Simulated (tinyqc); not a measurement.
Thermal stress and diffusional relaxation in a metal film: Coble and Nabarro-Herring creep, cooling and holds: one step, computed by the program tinyqc. Command: `OMP_NUM_THREADS=1 python tinyqc.py 3018541 3018542 out.jsonl creep walk`. One thread of a shared host (Intel(R) Xeon(R) Processor @ 2.30GHz), about 0.04 s of CPU time with the checks.

A thin film on a rigid substrate is stress-free at T0. Tension is positive and the film creeps linearly: d sigma/dt = -M (mismatch) dT/dt - sigma/tau.

Question. Creep at the hold temperature. Creep rate per stress: Nabarro-Herring 14 D Omega/(k_B T d^2), Coble (14 pi) delta D_b Omega/(k_B T d^3), with D = D0 exp(-E/(k_B T)), delta D_b = (delta D_b)0 exp(-E_b/(k_B T)); 1/tau = M x (sum of both)/2 (biaxial strain rate is half the uniaxial one). Temperatures in kelvin are T(C) + 273.15. sigma(t) = sigma_0 exp(-t/tau), relaxed part sigma_0 - sigma(t); the grain size where both mechanisms are equal is pi delta D_b/D.

Inputs (values chosen for the exercise, modelled on gold films on silicon):
```
quantity                           value        unit
biaxial modulus M                    134         GPa
atomic volume Omega                   17  angstrom^3
lattice prefactor D0             1.2e-05       m^2/s
lattice energy E                    1.81          eV
boundary prefactor (delta D_b)0  2.9e-16       m^3/s
boundary energy E_b                0.874          eV
grain size d                        0.22          um
stress-free temperature T0           350           C
hold temperature T                   240           C
hold time t                         0.01           h
```

stress after a quench sigma_0 = 175.406 MPa

Constants: k_B = 1.380649e-23 J/K; k_B = 8.617333262e-05 eV/K.

Give: Nabarro-Herring rate; Coble rate; relaxation time tau; stress after the hold; stress relaxed during the hold; crossover grain size.

Answer.

Nabarro-Herring rate = 1.394e-17 1/(Pa s)

Coble rate = 7.495e-12 1/(Pa s)

relaxation time tau = 5.532e-04 h

stress after the hold = 2.473e-06 MPa

stress relaxed during the hold = 175.4 MPa

crossover grain size = 1.183e+05 um

Coble creep is 540000 times as fast as Nabarro-Herring creep at this grain size. The crossover size is formal, far above any film grain. Caution: bulk creep laws overstate relaxation in a bonded film, where the substrate constrains boundary diffusion, and dislocation glide is left out.
